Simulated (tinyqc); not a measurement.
What each parameter does: delta-doped layer in the Thomas-Fermi potential.

All donors ionised in the plane z = 0, zero temperature, energies from the Fermi level EF of the Thomas-Fermi model, which lies at the bulk band edge; c = hbar^2/2m0, q = e^2/(4 pi eps0). gv = 1 equivalent valley, m_d = sqrt(m3^3/mz) in the plane. With n = (gv/3 pi^2)(m3 (-V)/c)^(3/2) and V'' = -(4 pi q/eps) n for z > 0, the solution is V = -b/(|z| + z0)^4 with sqrt(b) = 20/K, K = (4 pi q/eps)(gv/3 pi^2)(m3/c)^(3/2), and z0^5 = 4b/(e F0), e F0 = 2 pi q N/eps; 1e13/cm^2 = 1e-3/angstrom^2. Exchange and correlation are left out.

Subbands solve -(c/m_z) psi'' + V psi = E psi on 1280 points of spacing z0/80; up to ten levels for each group, kept if bound with an rms width below 2.5 z0.

Constants: hbar^2/2m0 = 3.80998211 eV angstrom^2; e^2/(4 pi eps0) = 14.39964547 eV angstrom.

Inputs chosen for the exercise (near those of a delta-doped layer in GaAs; shifted at random, so the results belong to these values and not to a real crystal):
- m3 = 0.068 m0 (density-of-states mass of a valley)
- mz = 0.068 m0 (mass along z)
- eps = 12.8 (dielectric constant)
- N = 0.48 x 1e13/cm^2 (donor sheet density)

z0, depth, lowest level and its rms width.

One parameter was then changed.

Results before and after:

| case | z0 (angstrom) | depth (eV) | lowest (eV) | rms z (angstrom) |
|---|---|---|---|---|
| base | 205.20 | 0.1741 | -0.1039 | 28.73 |
| changed | 192.43 | 0.1817 | -0.1068 | 27.95 |

Which of these changes was made? (a) m3 = 0.078 m0; (b) N = 0.768 x 1e13/cm^2; (c) mz = 0.058 m0; (d) eps = 11.5.

Answer: (d) eps = 11.5. Of the candidates, run in turn, only this one gives the changed row.

All candidates:

| case | z0 (angstrom) | depth (eV) | lowest (eV) | rms z (angstrom) |
|---|---|---|---|---|
| base | 205.20 | 0.1741 | -0.1039 | 28.73 |
| N = 0.768 x 1e13/cm^2 | 186.79 | 0.2535 | -0.1562 | 24.14 |
| eps = 11.5 | 192.43 | 0.1817 | -0.1068 | 27.95 |
| m3 = 0.078 m0 | 188.99 | 0.1603 | -0.0915 | 29.45 |
| mz = 0.058 m0 | 205.20 | 0.1741 | -0.1010 | 30.77 |

Program tinyqc; command `OMP_NUM_THREADS=1 python tinyqc.py 1251126 1251127 out.jsonl`; about 0.05 s on one thread of a shared Intel(R) Xeon(R) Processor @ 2.30GHz.
